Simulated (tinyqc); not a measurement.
Comparisons within one model: hole subbands of a hard-walled well, four-band Luttinger model. A value that a table varies takes the place of the one given here.

Hole energies are counted downwards from the unstrained band edge, c = hbar^2/2m0. After the usual block transformation one block is H = [[P + Q - Zs, R - i S], [R + i S, P - Q + Zs]] in (heavy, light), with P +/- Q = c [(g1 +/- g2) k^2 + (g1 -/+ 2 g2) kz^2], R = sqrt(3) c gR k^2, S = 2 sqrt(3) c g3 k kz, kz = -i d/dz; axial approximation gR = (g2 + g3)/2. Zs = b (e_par - e_perp) is the shear part of the strain (the hydrostatic part shifts all levels alike and is left out). Basis sqrt(2/L) sin(n pi z/L), n = 1 to N, for each component: kz^2 gives (n pi/L)^2 and the heavy-light block is R delta_nm - 2 sqrt(3) c g3 k D_nm with D_nm = 4 n m/(L (n^2 - m^2)) for n + m odd, 0 otherwise. The other block has the same levels. The split-off band is left out.

Constants: hbar^2/2m0 = 3.80998211 eV angstrom^2.

Values chosen for the exercise (near those of Ge; not measured data): g1 = 13.36 (Luttinger gamma1); g2 = 4.25 (gamma2); g3 = 5.7 (gamma3); L = 185 angstrom (well width along [001]); k = 0.009 1/angstrom (wave vector in the plane); Zlist = (-0.0216, -0.0147, -0.0069, -0.0029, 0, 0.0073, 0.0148) eV (shear strain energies (negative: tension in the plane, for b < 0)).

## Which coupling does what

shear strain energy Zs = -0.040126 eV
N = 20, at the given k. Diagonal: R = S = 0. Along [100] and [110] gR is g2 and g3 instead of their mean.

Hole energies (meV):
```
model         E1     E2     E3     E4
diagonal  -13.30  50.90  58.76  66.92
R alone   -13.41  51.01  57.97  67.71
S alone   -14.62  41.81  59.39  65.01
axial     -14.73  41.71  59.17  65.35
[100]     -14.70  41.73  59.22  65.26
[110]     -14.76  41.67  59.11  65.45
```

The couplings move E1 by -1.43 meV: R alone by -0.11, S alone by -1.33, so S matters more at k L/pi = 0.53 (R grows as k^2 and joins equal n, S as k and joins n of opposite parity). Warping spreads E1 by 0.06 meV between [100] and [110], the hole being heavier along [110]; the axial value lies between them.

## Strain

N = 20. dE is the rise of the top subband from k = 0 to k1 = pi/(4L), m1 = c k1^2/dE (dash if dE is not positive), and the heavy weight is taken at k = pi/L.

Top subband:
```
Zs (eV)  HH1 (meV)  LH1 (meV)  dE (meV)  heavy weight  m1 (m0)
-0.0216       26.9        2.4     0.058         0.145    1.185
-0.0147       20.0        9.3    -0.211         0.223        -
-0.0069       12.2       17.1     0.814         0.375    0.084
-0.0029        8.2       21.1     0.913         0.486    0.075
0.0000         5.3       24.0     0.940         0.576    0.073
0.0073        -2.0       31.3     0.983         0.784    0.070
0.0148        -9.5       38.8     1.013         0.893    0.068
```

HH1 and LH1 cross at Zs = -2 c g2 (pi/L)^2 = -0.0093 eV; for more negative Zs the light hole is on top. Among the rows with HH1 on top, m1 goes from 0.084 to 0.068 m0 as the splitting widens from 5 to 48 meV, against the unmixed 1/(g1 + g2) = 0.057: compression lightens the holes here. A dash marks a top subband whose hole energy at k1 lies below that at k = 0: an electron-like (negative) mass. m1 describes the neighbourhood of k = 0 only; where HH1 and LH1 lie close, the band may peak further out.

Program tinyqc; command `OMP_NUM_THREADS=1 python tinyqc.py 1280338 1280339 out.jsonl`; about 0.1 s on one thread of a shared Intel(R) Xeon(R) Processor @ 2.30GHz.
